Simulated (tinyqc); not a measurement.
Length of a polyene: Hueckel, PPP and singles CI along the polyenes. Computed by the program tinyqc. Hueckel uses the same beta without repulsion; CIS keeps all single excitations and so misses the low, doubly excited 2Ag state. W is the valence ionisation energy of a centre, MN the Mataga-Nishimoto formula, f the oscillator strength.

All-trans chains of carbon centres 1.40 angstrom apart:

| parameter | value |
|---|---|
| beta (eV), times 1 +/- alternation | -2.490000 |
| alternation | 0.100000 |
| W (eV) | 11.160000 |
| gamma_rr (eV) | 10.430000 |
| repulsion formula | Ohno |

Gaps and excitations (eV):

| centres | Hueckel gap | PPP orbital gap | bright singlet (CIS) | f | lowest triplet (CIS) |
|---|---|---|---|---|---|
| 2 | 5.478 | 12.802 | 7.031 | 0.603 | 3.925 |
| 4 | 3.678 | 10.273 | 5.545 | 1.100 | 2.893 |
| 6 | 2.855 | 9.012 | 4.698 | 1.526 | 2.404 |
| 8 | 2.390 | 8.275 | 4.165 | 1.907 | 2.144 |
| 10 | 2.094 | 7.801 | 3.806 | 2.257 | 1.992 |

What does the comparison show, and why?

The Hueckel gap tends to 4 x alternation x |beta| = 1.00 eV for long chains. Exchange opens the PPP orbital gap, and the attraction of electron and hole brings the bright state 4.00 eV below it at 10 centres; the triplet lies 1.81 eV lower still.
